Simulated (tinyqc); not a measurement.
# Charge stability of a double quantum dot, constant-interaction model with a charge sensor: what changes with what

Capacitance matrix C = [[C1, -Cm], [-Cm, C2]], C1 = G1 + X1 + Cm + L1, C2 = G2 + X2 + Cm + L2. Gate charges n1 = (G1 V1 + X1 V2)/q, n2 = (X2 V1 + G2 V2)/q. The state (N1, N2) has U = (1/2) d^T E d with d = (N1 - n1, N2 - n2) and E = q^2 C^(-1). Leads at 0 V; no tunnel coupling, spin or level spacing. The sensor reads s1 <N1> + s2 <N2>.

Parameters, values chosen for the exercise:
```
symbol,value,unit,meaning
G1,6.6,aF,gate 1 to dot 1
G2,4.7,aF,gate 2 to dot 2
X1,0.59,aF,gate 2 to dot 1
X2,0.67,aF,gate 1 to dot 2
Cm,4.3,aF,between the dots
L1,28,aF,dot 1 to leads and ground
L2,19,aF,dot 2 to leads and ground
s1,0.69,,sensor weight of dot 1
s2,0.42,,sensor weight of dot 2
T,0.91,K,temperature
V2,20.3,mV,voltage of gate 2
```

Constants: q = 1.602176634e-19 C, kB = 1.380649e-23 J/K, Vt = kB T/q. Results are converted to the units shown.

Each table varies one quantity; the others keep the values above.

## Across the interdot transition

The gate charges are n1 = 0.5000 + x, n2 = 0.5000 - x, a line through the middle of the (1,0)-(0,1) boundary. The detuning is U(0,1) - U(1,0); thermal means over all states within two electrons.

Across the interdot transition:

| x | detuning (meV) | <N1> | <N2> | sensor |
|---|---|---|---|---|
| -0.055 | -0.4713 | 0.004092 | 0.9970 | 0.4216 |
| -0.041 | -0.3513 | 0.01421 | 0.9875 | 0.4245 |
| -0.027 | -0.2313 | 0.05475 | 0.9475 | 0.4357 |
| -0.014 | -0.1200 | 0.1838 | 0.8182 | 0.4705 |
| 0 | 0.0000 | 0.5000 | 0.5000 | 0.5550 |
| 0.014 | 0.1200 | 0.8162 | 0.1818 | 0.6395 |
| 0.027 | 0.2313 | 0.9452 | 0.05249 | 0.6743 |
| 0.041 | 0.3513 | 0.9858 | 0.01251 | 0.6855 |
| 0.055 | 0.4713 | 0.9959 | 0.002997 | 0.6884 |

What does the comparison show, and why?

<N1> rises from 0.00409 to 0.996 while <N2> falls from 0.997 to 0.00300; their sum stays within 0.0023 of 1. The detuning moves by EC1 + EC2 - 2 ECm = 8.57 meV for each unit of x. The step is broader than a Fermi function of width kB T = 0.0784 meV, since (0,0) and (1,1) lie only ECm/2 = 3.9 kB T above the two states at x = 0 and are populated too.

## A scan of gate 1

Same model as above.

Thermal means over all states within two electrons of the gate charges.

A scan of gate 1:

| V1 (mV) | <N1> | <N2> | sensor | N1 of the ground state | N2 of the ground state |
|---|---|---|---|---|---|
| -9.43 | -0.002 | 0.830 | 0.348 | 0 | 1 |
| -4.92 | 0.000 | 0.988 | 0.415 | 0 | 1 |
| -0.414 | 0.000 | 0.999 | 0.420 | 0 | 1 |
| 4.09 | 0.000 | 1.000 | 0.420 | 0 | 1 |
| 8.6 | 0.001 | 1.000 | 0.421 | 0 | 1 |
| 13.1 | 0.963 | 1.000 | 1.084 | 1 | 1 |
| 17.6 | 1.000 | 1.000 | 1.110 | 1 | 1 |
| 22.1 | 1.000 | 1.000 | 1.110 | 1 | 1 |
| 26.6 | 1.000 | 1.000 | 1.110 | 1 | 1 |
| 31.1 | 1.000 | 1.000 | 1.110 | 1 | 1 |
| 35.6 | 1.538 | 1.000 | 1.481 | 2 | 1 |
| 40.2 | 2.000 | 1.000 | 1.800 | 2 | 1 |
| 44.7 | 2.000 | 1.000 | 1.800 | 2 | 1 |

What does the table show?

The ground state changes 2 time(s) between the rows listed: (0,1) to (1,1); (1,1) to (2,1). Adding to dot 1 moves the sensor by s1 = 0.69, adding to dot 2 by s2 = 0.42, and a shift from dot 2 to dot 1 by 0.270. Far from triple points dot 1 gains an electron about every q/(G1 + X2 Cm/C2) = 23.9 mV.

## From two dots to one

The states (0,0), (1,0), (0,1) meet where E n = (EC1/2, EC2/2), and (1,1), (1,0), (0,1) where E n = (EC1/2 + ECm, EC2/2 + ECm); the gate voltages follow from n.

From two dots to one:

| Cm (aF) | EC1 (meV) | ECm (meV) | ECm/EC1 | separation of the triple points in n1 + n2 |
|---|---|---|---|---|
| 0.29 | 4.516 | 0.05311 | 0.01176 | 0.01974 |
| 0.81 | 4.454 | 0.1433 | 0.03217 | 0.05326 |
| 2.3 | 4.296 | 0.3705 | 0.08624 | 0.1377 |
| 6.3 | 3.986 | 0.8188 | 0.2054 | 0.3044 |
| 18 | 3.518 | 1.495 | 0.4248 | 0.5556 |
| 49 | 3.113 | 2.079 | 0.6678 | 0.7729 |
| 140 | 2.864 | 2.439 | 0.8517 | 0.9067 |
| 380 | 2.758 | 2.592 | 0.9397 | 0.9635 |

ECm/EC1 rises from 0.0118 to 0.940 (it equals Cm/C2), and the separation rises from 0.0197 to 0.963. Zero means a square lattice of independent dots; 1 means parallel lines one electron apart, as for a single large dot. EC1 falls from 4.52 to 2.76 meV.

tinyqc, about 0.01 s, one thread, Intel Xeon 2.30GHz (shared host): `OMP_NUM_THREADS=1 python tinyqc.py 2470038 2470039 out.jsonl`
